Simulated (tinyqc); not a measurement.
Inside a calculation. Model: stress in a transistor channel from embedded alloy regions, liners and fins, by half-space elasticity. Computed by tinyqc, a small Python program that keeps every step. Command: `OMP_NUM_THREADS=1 python tinyqc.py 3007230 3007231 out.jsonl stressor walk`. One thread of a shared host (Intel(R) Xeon(R) Processor @ 2.30GHz), about 0.01 s of CPU time with the checks. Intermediate numbers are printed to about 7 digits and carried at full precision; extremes and crossings named in words are read from the listed rows.

Plane strain in an isotropic half-space, the same constants everywhere; x along the channel from its centre, y downwards from the free surface; stress is positive in tension.

Inputs (values chosen for the exercise, modelled on silicon):
```
quantity,value,unit
alloy fraction x,0.0081,-
"lattice change per unit x, beta",-0.468,-
Young's modulus E,162,GPa
Poisson ratio nu,0.24,-
channel length L,100,nm
length of each stressor S,65,nm
recess depth d,75,nm
depth of the field point y,2,nm
liner stress,2.4,GPa
liner thickness t,45,nm
length of a cut fin or stripe,260,nm
height of the strained layer h,34,nm
longitudinal piezoresistance coefficient,-33,1e-11/Pa
vertical piezoresistance coefficient,51.4,1e-11/Pa
```

Stressor: Si(1-x)C(x) source and drain.

## Misfit and the pressure on the side walls

Misfit e = beta x. A fully constrained inclusion holds the stress -p with p = E e/(1 - 2 nu); a blanket film would hold -E e/(1 - nu) in the plane.

misfit e = -0.0037908

p = -1.18098 GPa

stress of a blanket film = 0.8080389 GPa

## Stress at the centre of the channel

A line element dA of misfit at (a, c) in the half-space gives, with C = E e/(2 pi (1 - nu)), X = x - a, r1^2 = X^2 + (y - c)^2, r2^2 = X^2 + Y^2, Y = y + c: s_xx = -C dA {[X^2 - (y - c)^2]/r1^4 + 3 [X^2 - Y^2]/r2^4 + 4 y Y (Y^2 - 3 X^2)/r2^6}, s_yy = C dA {[X^2 - (y - c)^2]/r1^4 - [X^2 - Y^2]/r2^4 + 4 y Y (Y^2 - 3 X^2)/r2^6}. These are integrated over two rectangles, L/2 < |a| < L/2 + S, 0 < c < d (closed form in a, 200 Gauss-Legendre points in c).

s_xx = 393.1917 MPa

s_yy = 0.1103726 MPa

s_xx over the blanket-film stress = 0.4865999

The channel is stretched along its length; s_yy is 2.8e-4 of s_xx in size and vanishes at the surface.

## Closed form at the surface

At x = y = 0 the integral is s_xx = -(4/pi) [E e/(1 - nu)] [arctan(2 d/L) - arctan(d/(L/2 + S))].

s_xx at the surface = 416.5637 MPa

For fixed L and S it is largest at d = sqrt((L/2)(L/2 + S)) = 75.8 nm; d is short of that.

## A stressed liner, as two edge forces

The liner over source and drain ends at the gate, x = -/+ L/2, and pulls there with the force per width F = (liner stress) t along the surface. A tangential line force gives s_xx = (2 F/pi) X^3/(X^2 + y^2)^2 at the distance X; two of them add at the centre, X = L/2. For L > 3.5 y the concentrated force is an upper bound.

edge force F = 108 N/m

s_xx from the liner = 2741.418 MPa

Caution: the real force is spread over several liner thicknesses, so for a channel this short the concentrated force clearly overstates the stress.

## Mobility change, linear estimate

d mu/mu = -(pi_L s_xx + pi_z s_yy) for the embedded regions alone; the stress across the width is left out.

mobility change = 12.96965 %

The vertical stress supplies -0.0057 of these points.

## Relaxation at the ends of a cut stripe

Shear-lag estimate for a stripe of length l and height h on a like substrate: the stress along it is s(x)/s_film = 1 - cosh(x/lam)/cosh(l/(2 lam)), lam = (pi/2) g h with g = 1.258; mean = 1 - (2 lam/l) tanh(l/(2 lam)).

transfer length lam = 67.18610 nm

share kept at the centre = 0.7170327

share kept on average = 0.5043064

The ends reach the centre.

## Along the channel and with depth

The formulas are those given above.

Stress (MPa):
```
2x/L,s_xx at y,s_yy at y,s_xx at d/2,s_xx at 1.5 d
0.0,393.1917,0.110373,89.9870,-50.02415
0.2,394.6926,0.096764,90.6789,-51.18554
0.4,397.8614,0.046018,94.9862,-55.05384
0.6,396.9288,-0.112111,109.5292,-62.53904
0.8,366.3794,-1.305574,142.3961,-74.19067
```

Near the surface s_xx changes by -7 % from the centre to 2x/L = 0.8. At the centre, s_xx at half the recess depth is 0.23 of its value at y, and below the recess -0.13. An element acts with the sign of X^2 - (y - c)^2, so its direct term reverses where the offset in depth exceeds the lateral distance, and the image terms that amplify the stress near the surface fade with depth.

## Shrinking the pitch

L and S are scaled together at fixed d, then S alone, then L alone.

S_xx at the centre (MPa):
```
scale,L and S scaled,S alone,L alone
0.35,200.1819,173.4442,521.9598
0.50,290.7479,234.7366,505.8297
0.70,358.8025,305.7714,463.8662
1.00,393.1917,393.1917,393.1917
1.40,381.2853,482.6235,309.4440
2.00,330.9971,577.8132,217.7004
3.00,254.2055,677.3446,129.9274
```

Halving S alone keeps 0.60 of the stress, halving L alone gives 1.29, and halving both 0.74: a shorter channel brings the walls closer, a shorter stressor brings its far wall, which pulls the other way, closer too. Neighbouring devices are left out.

Checks made by the program: surface stress against its closed form; zero normal stress at the surface (relative difference below 1e-10).
